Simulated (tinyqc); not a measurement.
From results back to parameters: static screening by free carriers. Four cases, with inputs chosen for the exercise.

Problem. At zero temperature the gas shows Friedel oscillations of period pi/kF and a Thomas-Fermi length 1/qTF; n and m are hidden.

kF = (3 pi^2 n/Mv)^(1/3), EF = c kF^2/m with c = hbar^2/2m0, n in 1/angstrom^3 (1e-24 per 1/cm^3), e2 = e^2/(4 pi eps0). Thomas-Fermi: qTF^2 = 6 pi e2 n/(eps EF). Debye: qD^2 = 4 pi e2 n/(eps kB T).

Constants: hbar^2/2m0 = 3.80998211 eV angstrom^2; e^2/(4 pi eps0) = 14.39964547 eV angstrom.

Find: kF; n; m.

Method. kF = pi/period and n = Mv kF^3/(3 pi^2); qTF^2 = 2 e2 Mv m kF/(pi eps c) then gives m.

Case 1.

Values chosen (out of a larger set: near those of SiC; not measured data): Mv = 3 (valleys); eps = 9.57 (background dielectric constant).

period = 168.217 angstrom
1/qTF = 13.4556 angstrom

Solution.

kF = 0.01868 1/angstrom
n = 6.60e+17 1/cm^3
m = 0.392 m0

Case 2.

Values chosen (out of a larger set: near those of Si; not measured data): Mv = 6 (valleys); eps = 11.8 (background dielectric constant).

period = 202.204 angstrom
1/qTF = 12.8080 angstrom

Solution.

kF = 0.01554 1/angstrom
n = 7.60e+17 1/cm^3
m = 0.321 m0

Case 3.

Values chosen (out of a larger set: near those of InAs; not measured data): Mv = 1 (valleys); eps = 15 (background dielectric constant).

period = 334.418 angstrom
1/qTF = 159.151 angstrom

Solution.

kF = 0.009394 1/angstrom
n = 2.80e+16 1/cm^3
m = 0.026 m0

Case 4.

Values chosen (out of a larger set: near those of GaAs; not measured data): Mv = 1 (valleys); eps = 12.6 (background dielectric constant).

period = 218.781 angstrom
1/qTF = 73.3950 angstrom

Solution.

kF = 0.01436 1/angstrom
n = 1.00e+17 1/cm^3
m = 0.068 m0

Computed by tinyqc, one run a case: `OMP_NUM_THREADS=1 python tinyqc.py N N+1 out.jsonl` with N = 1681880, 1681896, 1681924, 1681957; one thread of a shared Intel(R) Xeon(R) Processor @ 2.30GHz, about 0.01 s a run at most.
